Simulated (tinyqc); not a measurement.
# Energy and delay of logic against supply voltage: effects of single changes

One expression serves below and above threshold: I(Vg) = Ik [ln(1 + exp((Vg - VT + dd V)/(al nf Vt)))]^al, with I_on = I(V) and I_off = I(0). Gate delay td = kd C V/I_on, clock period LD td. Per gate and cycle the switching energy is act C V^2 and the leakage energy I_off V LD td. No short-circuit current, no variation. Minima are sought above 0.09 V; below a few Vt gates no longer switch and the model has no meaning.

Values chosen for this exercise; values of the order met in logic technologies:
```
symbol  value  unit                               meaning
T         330     K                           temperature
VT       0.27     V  threshold voltage at zero drain bias
nf       1.42                                slope factor
dd       0.08         barrier lowering per volt of supply
Ik        1.4    uA            specific current of a gate
al       1.79                 exponent of the current law
C         1.4    fF            load capacitance of a gate
kd        0.8                                delay factor
LD         12                                 logic depth
act      0.02                             activity factor
```

Constants: q = 1.602176634e-19 C, kB = 1.380649e-23 J/K, Vt = kB T/q. Results are converted to the units shown.

Each table varies one quantity; the others keep the values above.

## Energy and delay against supply voltage

EDP = energy times td.

Energy and delay against supply voltage:
```
V (V),I_on (uA),I_off (nA),td (ps),switching (aJ),leakage (aJ),energy (aJ),EDP (fJ ps)
0.18,0.1633,2.432,1234,0.9072,6.484,7.391,9.123
0.29,1.491,3.014,217.8,2.355,2.284,4.639,1.010
0.4,6.424,3.734,69.74,4.480,1.250,5.730,0.3996
0.52,17.13,4.715,33.99,7.571,1.000,8.571,0.2914
0.63,31.37,5.835,22.49,11.11,0.9921,12.11,0.2722
0.74,49.41,7.218,16.77,15.33,1.075,16.41,0.2752
0.86,73.12,9.095,13.17,20.71,1.236,21.95,0.2891
0.97,98.38,11.23,11.04,26.35,1.444,27.79,0.3069
1.09,129.6,14.13,9.416,33.27,1.740,35.01,0.3296
1.2,161.6,17.42,8.317,40.32,2.086,42.41,0.3527
```

What does the table show?

td falls from 1230 to 8.32 ps; the energy goes from 7.39 through a minimum of 4.64 (at V = 0.29 V among the rows listed) to 42.4 aJ and the EDP goes from 9.12 through a minimum of 0.272 (at V = 0.63 V among the rows listed) to 0.353 fJ ps. The exact minima lie at V = 0.296 V for the energy and 0.659 V for the EDP. Going from 1.2 V to the energy minimum saves a factor of 9.15 in energy and costs a factor of 24.3 in delay. Below the minimum the leakage energy rises faster than the switching energy falls, because the clock period grows so steeply.

## Optimum supplies against the slope factor

Same model as above.

V_min minimises the energy and V_EDP the product of energy and td.

Result of one run:
```
nf,V_min (V),energy at V_min (aJ),leakage share (%),clock at V_min (MHz),V_EDP (V),clock at V_EDP (GHz)
1.4,0.2912,4.431,46.43,392.4,0.6551,4.097
```

What becomes of these results when the slope factor nf is changed from 1.4 to 1.2, all else the same?

Result of the changed run:
```
nf,V_min (V),energy at V_min (aJ),leakage share (%),clock at V_min (MHz),V_EDP (V),clock at V_EDP (GHz)
1.2,0.2469,2.798,38.98,204.1,0.6300,5.005
```

The whole series:
```
nf,V_min (V),energy at V_min (aJ),leakage share (%),clock at V_min (MHz),V_EDP (V),clock at V_EDP (GHz)
1,0.2038,1.737,33.02,66.04,0.6214,6.748
1.1,0.2252,2.210,35.74,125.4,0.6242,5.742
1.2,0.2469,2.798,38.98,204.1,0.6300,5.005
1.3,0.2690,3.529,42.60,295.6,0.6400,4.472
1.4,0.2912,4.431,46.43,392.4,0.6551,4.097
```

As nf goes from 1 to 1.4, V_min rises from 0.204 to 0.291 V, the energy there rises from 1.74 to 4.43 aJ, the clock there rises from 66.0 to 392 MHz and V_EDP rises from 0.621 to 0.655 V.

tinyqc, about 0.01 s, one thread, Intel Xeon 2.30GHz (shared host): `OMP_NUM_THREADS=1 python tinyqc.py 2082171 2082172 out.jsonl`
